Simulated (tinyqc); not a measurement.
Inside a calculation. Method: ROHF in the sto-3g basis, for H3, spin multiplicity 2. One step of it, computed by the program tinyqc.

Problem. Iteration 2: diagonalisation and new density. Diagonalise F' = X^T F X, C = X C', fill 2 alpha and 1 beta electrons from the bottom; D(s) = C_occ C_occ^T. Each column has its largest component positive (the first on a tie).

extrapolated F (hartree), order 1H 1s, 2H 1s, 3H 1s:
$$\begin{pmatrix}
-13.270360 & -15.897927 & -15.897927 \\
-15.897927 & -7.525185 & -5.557082 \\
-15.897927 & -5.557082 & -7.525185
\end{pmatrix}$$

X, order 1H 1s, 2H 1s, 3H 1s:
$$\begin{pmatrix}
1.087179 & 0.000000 & 0.537699 \\
-0.722883 & 0.734081 & 0.404336 \\
-0.722883 & -0.734081 & 0.404336
\end{pmatrix}$$

Give: F' = X^T F X; orbital energies; coefficients C; D(alpha) after iteration 2; D(beta) after iteration 2.

Solution.

F' = X^T F X (hartree):
$$\begin{pmatrix}
20.6194 & 0.0000 & -1.7281 \\
0.0000 & -2.1211 & 0.0000 \\
-1.7281 & 0.0000 & -21.9399
\end{pmatrix}$$

orbital energies (hartree): MO1 -22.0099, MO2 -2.1211, MO3 20.6894

coefficients C, order 1H 1s, 2H 1s, 3H 1s:
$$\begin{pmatrix}
0.5813 & 0.0000 & 1.0645 \\
0.3747 & 0.7341 & -0.7387 \\
0.3747 & -0.7341 & -0.7387
\end{pmatrix}$$

D(alpha) after iteration 2, order 1H 1s, 2H 1s, 3H 1s:
$$\begin{pmatrix}
0.3379 & 0.2178 & 0.2178 \\
0.2178 & 0.6793 & -0.3985 \\
0.2178 & -0.3985 & 0.6793
\end{pmatrix}$$

D(beta) after iteration 2, order 1H 1s, 2H 1s, 3H 1s:
$$\begin{pmatrix}
0.3379 & 0.2178 & 0.2178 \\
0.2178 & 0.1404 & 0.1404 \\
0.2178 & 0.1404 & 0.1404
\end{pmatrix}$$
